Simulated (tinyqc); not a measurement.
Worked calculation: Hubbard chain of 2 sites. One step of it, computed by the program tinyqc.

Problem. The many-body Hamiltonian. Basis: all placements (u, d, 2, 0 on each site), up operators ordered before down ones; hops carry the sign of the same-spin electrons passed.

one-body matrix (hopping and site energies) (eV), order 1, 2:
$$\begin{pmatrix}
0.000000 & -1.660000 \\
-1.660000 & 0.000000
\end{pmatrix}$$

U = 10.000000 eV

electrons, up and down: [1, 1]

Give: H.

Solution.

H (eV), order 20, ud, du, 02:
$$\begin{pmatrix}
10.000 & -1.660 & -1.660 & 0.000 \\
-1.660 & 0.000 & 0.000 & -1.660 \\
-1.660 & 0.000 & 0.000 & -1.660 \\
0.000 & -1.660 & -1.660 & 10.000
\end{pmatrix}$$
